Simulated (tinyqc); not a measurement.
# MOSFET in the linear regime without short-channel effects, parameter extraction from computed curves: extraction methods against the temperature

Inversion charge Q = Cox n Vt W0(exp((Vg - VT)/(n Vt))), W0 the Lambert function and n = nf; u = Q/Cox; mobility mu = mu0/(1 + th1 u + th2 u^2); channel resistance Rch = (L - dL)/(W mu Q); Id = Vd/(Rch + Rsd/W). Cox = eps0 eox/tox. Small Vd, no channel-length or drain effects.

From the continuous curve Id(Vg): tangent at peak gm (V_ext = Vg - Id/gm); constant current Id = 0.1 uA W/L; peak of d2Id/dVg2; Y = Id/sqrt(gm) drawn through Vg = VT + 0.6 and VT + 0.8 V, with intercept VT_Y and slope s. Mobilities gm,max L/(W Cox Vd) and s^2 L/(W Cox Vd) with the drawn L. Last column: share of Rsd/W in the total resistance at VT + 0.8 V.

Values chosen for this exercise; channel values of the order met in silicon transistors: relative permittivity of the gate insulator (close to aluminium oxide) eox = 8.76; insulator thickness tox = 4.5 nm; low-field mobility mu0 = 200 cm^2/(V s); first mobility attenuation factor th1 = 0.37 1/V; second mobility attenuation factor th2 = 0 1/V^2; threshold voltage VT = 0.46 V; body factor nf = 1.26; gate width W = 10 um; drawn gate length L = 0.18 um; drawn less effective length dL = 0.006 um; source plus drain resistance Rsd = 88 ohm um; drain voltage Vd = 0.025 V.

Constants: q = 1.602176634e-19 C, kB = 1.380649e-23 J/K, Vt = kB T/q, eps0 = 8.8541878128e-14 F/cm where lengths are in cm. Results are converted to the units shown.

Results:
columns A: T (K); B: V_ext (V); C: constant current (V); D: second derivative (V); E: VT_Y (V); F: mobility from gm (cm^2/(V s)); G: mobility from Y (cm^2/(V s)); H: series share (%)
```
A        B      C      D      E    F    G     H
77   0.467  0.474  0.458  0.484  172  202  9.39
150  0.467  0.465  0.456  0.495  161  197  9.18
220  0.466  0.453  0.454  0.501  153  192  9.01
300  0.463  0.437  0.450  0.505  145  186  8.84
370  0.459  0.420  0.447  0.506  140  181  8.71
450  0.453  0.400  0.443  0.506  135  176  8.58
```

Estimate the missing row, T = 110 K.

Computed row:
columns A: T (K); B: V_ext (V); C: constant current (V); D: second derivative (V); E: VT_Y (V); F: mobility from gm (cm^2/(V s)); G: mobility from Y (cm^2/(V s)); H: series share (%)
```
A        B      C      D      E    F    G     H
110  0.467  0.471  0.457  0.490  166  199  9.29
```

With this row back in the table: The model has VT = 0.46 V and mu0 = 200 cm^2/(V s). Over the table the extracted thresholds move by 14 mV (tangent), 74 mV (constant current), 15 mV (second derivative), 22 mV (Y function). The mobility from gm falls from 172 to 135 and that from Y falls from 202 to 176 cm^2/(V s).

Numbers from tinyqc (`OMP_NUM_THREADS=1 python tinyqc.py 2210131 2210132 out.jsonl`; about 0.01 s on one thread of a shared Intel Xeon 2.30GHz).
